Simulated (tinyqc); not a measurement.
Conductivity against oxygen pressure: defect equilibria of an oxide against oxygen pressure (mass action). Computed by tinyqc, a small Python program. Command: `OMP_NUM_THREADS=1 python tinyqc.py 3005644 3005645 out.jsonl brouwer walk`. One thread of a shared host (Intel(R) Xeon(R) Processor @ 2.30GHz), about 0.01 s of CPU time with the checks.

Defects: oxygen vacancies V (charge +2), electrons n, holes p, the ionic partner X = O_i'' (charge -2), and the dopant. Activities are taken equal to concentrations.

Inputs (values chosen for the exercise, for a model oxide): reduction enthalpy H_r = 5.36 eV; prefactor K_r0 = 1.9e+67 cm^-9 atm^(1/2); gap E_g = 2.77 eV; prefactor N_c N_v = 1.4e+41 cm^-6; disorder enthalpy H_s = 2 eV; prefactor K_s0 = 2.2e+44 cm^-6; dopant density N_d = 1.7e+20 cm^-3; temperature T = 700 K; electron mobility mu_n = 1.5 cm^2/(V s); hole mobility mu_p = 0.27 cm^2/(V s); vacancy diffusion prefactor D_0 = 0.26 cm^2/s; vacancy migration energy E_m = 0.53 eV.

Ionic disorder: anion Frenkel. Dopant (singly charged, fully ionised): donor.

Constants: k_B = 8.617333262e-05 eV/K; e = 1.602176634e-19 C.

Method:
- K_r = K_r0 exp(-H_r/k_B T) = [V] n^2 P^(1/2); K_i = N_c N_v exp(-E_g/k_B T) = n p; K_s = K_s0 exp(-H_s/k_B T) = [X] [V].
- Neutrality: 2 [V] + p + N_d = n + 2 [X]. With n as the unknown, [V] = K_r/(n^2 P^(1/2)), p = K_i/n, [X] = K_s/[V]; the log ratio is ln(positive/negative).
- The root is found by 60 bisections in ln n between n = 1e-10 and 1e25 cm^-3.
- sigma_n = e n mu_n, sigma_p = e p mu_p, sigma_ion = 2 e [V] mu_V with mu_V = 2 e D/(k_B T) and D = D_0 exp(-E_m/k_B T); only the oxygen vacancies carry ionic current, and the ionic transport number is sigma_ion over the total.

K_r = 4.88036e+28 cm^-9 atm^(1/2)

K_i = 1.59590e+21 cm^-6

K_s = 8.77115e+29 cm^-6

Log10 of the conductivities in S/cm:
```
log10 P (atm)   n-type   p-type    ionic    total  ionic transport number
-28            -2.2818  -14.498  -11.361  -2.2818              8.3359e-10
-24            -3.2818  -13.498  -11.361  -3.2818              8.3345e-09
-20            -4.2818  -12.498  -11.361  -4.2818              8.3343e-08
-16            -5.2818  -11.498  -11.361  -5.2818              8.3343e-07
-12            -6.2818  -10.498  -11.361  -6.2818              8.3337e-06
-8             -7.2818   -9.498  -11.361  -7.2791              8.2833e-05
-4             -8.2818   -8.498  -11.361  -8.0754              5.1823e-04
0              -9.2818   -7.498  -11.361  -7.4912              1.3498e-04
```

What does the comparison show, and why?

The ionic transport number stays at or below about 5.2e-4: no electrolytic window. The total is lowest at log P = -4, between the n-type and the p-type branch.

Extremes, crossings and ranges named in words are read from the listed rows.
